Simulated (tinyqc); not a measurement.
Penn model of the dielectric constant and Phillips ionicity, step by step. Values are carried at full precision from step to step, so a last printed digit may differ when a step is redone from the rounded ones.

n = 32/a^3; Ep^2 = 8 pi c e2 n with c = hbar^2/2m0, e2 = e^2/(4 pi eps0); EF = c (3 pi^2 n)^(2/3); eps = 1 + (Ep/Eg)^2 S with S = 1 - Eg/(4 EF) + (Eg/(4 EF))^2/3, Eg the Penn gap. Core d shells are left out.

Constants: hbar^2/2m0 = 3.80998211 eV angstrom^2; e^2/(4 pi eps0) = 14.39964547 eV angstrom.

Values chosen for the exercise (out of a larger set: near those of BN; not measured data): a = 3.613 angstrom (cubic lattice constant, 32 valence electrons a cell); ei = 4.45 (high-frequency dielectric constant).

## Valence electron gas

Evaluate n, Ep and EF.

n = 0.67849 1/angstrom^3
Ep = 30.587 eV
EF = 28.156 eV

## Penn gap from the dielectric constant

Start with S = 1 and repeat Eg = Ep sqrt(S/(ei - 1)) until Eg changes by less than 1e-6 eV.

Iterations:
```
step  Eg in (eV)       S  Eg out (eV)
1        16.4672  0.8609      15.2792
2        15.2792  0.8705      15.3638
3        15.3638  0.8698      15.3577
4        15.3577  0.8698      15.3582
5        15.3582  0.8698      15.3581
6        15.3581  0.8698      15.3581
7        15.3581  0.8698      15.3581
```

Penn gap Eg = 15.358 eV

The factor S lowers the gap by 1.109 eV from the first estimate. The Penn gap is a mean bonding-antibonding separation, near the main peak of eps2, not the smallest gap.

## Homopolar and ionic parts

Phillips: bond length d = sqrt(3) a/4; homopolar gap Eh = 39.74 d^(-2.48) eV (d in angstrom); Eg^2 = Eh^2 + C^2; ionicity fi = C^2/Eg^2.

Split the gap.

d = 1.5645 angstrom
Eh = 13.098 eV
C = 8.02 eV
fi = 0.273

fi lies below the value 0.785 that divides fourfold from sixfold coordination in this scheme. The tabulated Phillips value of C for BN is about 7.7 eV; this model, without its d-shell factor and with shifted inputs, gives 1.04 times that.

## Checks

- Penn gap by iteration against bisection (eV): both 15.36.

Program tinyqc; command `OMP_NUM_THREADS=1 python tinyqc.py 1652607 1652608 out.jsonl`; about 0.01 s on one thread of a shared Intel(R) Xeon(R) Processor @ 2.30GHz.
